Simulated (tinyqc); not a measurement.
Changing the shear strain e_s: valley-orbit splitting of a donor ground state, with strain. Computed by tinyqc, a small Python program. Command: `OMP_NUM_THREADS=1 python tinyqc.py 3023833 3023834 out.jsonl valleyorbit sweep`. One thread of a shared host (Intel(R) Xeon(R) Processor @ 2.30GHz), about 0.01 s of CPU time with the checks.

The basis is the 1s envelope in each valley; energies are counted from the unstrained conduction-band edge. The strain is e_s (a a^T - 1/3) for the unit stress axis a, so valley j along n_j moves by Xi_u e_s w_j with w_j = (n_j.a)^2 - 1/3: -1/3 for x and y, +2/3 for z.

Inputs (values chosen for the exercise, for a model many-valley semiconductor):
```
quantity                                    value   unit
single-valley binding energy E_0             34.3    meV
central-cell shift Lambda                    2.79    meV
coupling Delta_1                             2.73    meV
coupling Delta_2                             3.31    meV
shear deformation potential Xi_u             8.77     eV
temperature T                                 200      K
donor density N_D                         5.8e+15  cm^-3
density-of-states mass of one valley m_e    0.328    m_0
```

Valleys: six along <100>. Stress axis: [001].

Constants: k_B = 8.617333262e-05 eV/K; m_0 = 9.1093837015e-31 kg; k_B = 1.380649e-23 J/K; h = 6.62607015e-34 J s.

Method:
- H_jj = -(E_0 + Lambda) + Xi_u e_s w_j; H_jk = -Delta_2 between opposite valleys and -Delta_1 between perpendicular ones.
- Diagonalise H; the ground vector has positive components. The density at the nucleus, and so the contact hyperfine coupling, scales as (sum_j c_j)^2/(number of valleys), which is 1 without strain; the envelopes are held fixed.
- The binding energy is counted from the lowest valley edge, min_j Xi_u e_s w_j; the gap is from the ground state to the next level.
- z = sum over levels of exp(-(E - E_ground)/k_B T), the ground-state share being 1/z; N_c = 2 (2 pi m_e k_B T/h^2)^(3/2) sum_j exp(-(shift_j - lowest shift)/k_B T); n1 = N_c/(2 z) exp(-binding/k_B T), binding = lowest shift - E_ground; without compensation n = 2 N_D/(1 + sqrt(1 + 4 N_D/n1)) (Boltzmann statistics; p and higher states left out).

One run for each value; columns: (1) shear strain e_s; (2) hyperfine ratio A/A_0; (3) binding energy under strain (meV); (4) gap to the first excited state (meV); (5) free electrons n (cm^-3):
```
(1)          (2)     (3)     (4)         (5)
0.00002  0.99997  51.262  16.322  5.5735e+15
0.00004  0.99990  51.205  16.265  5.5735e+15
0.00008  0.99960  51.093  16.153  5.5735e+15
0.00016  0.99847  50.878  15.938  5.5735e+15
0.00032  0.99426  50.485  15.545  5.5735e+15
0.00063  0.98074  49.843  14.903  5.5736e+15
0.00130  0.94130  48.862  13.922  5.5738e+15
0.00250  0.87673  47.887  12.947  5.5744e+15
0.00500  0.79994  47.041  12.101  5.5759e+15
```

Over the rows, hyperfine ratio A/A_0 falls from 1.000 to 0.800; binding energy under strain (meV) falls from 51.3 to 47.0 (exponent d ln y / d ln x -0.0016 between the first rows and -0.026 between the last); gap to the first excited state (meV) falls from 16.3 to 12.1 (exponent d ln y / d ln x -0.0051 between the first rows and -0.098 between the last). Strain moves the ground state into the lowered valleys, so fewer valleys add in phase at the nucleus and less valley-orbit energy is gained.

Caution (all rows): k_B T exceeds a third of E_0, so the p and higher states, left out, hold part of the bound electrons.

Extremes, crossings and ranges named in words are read from the listed rows.
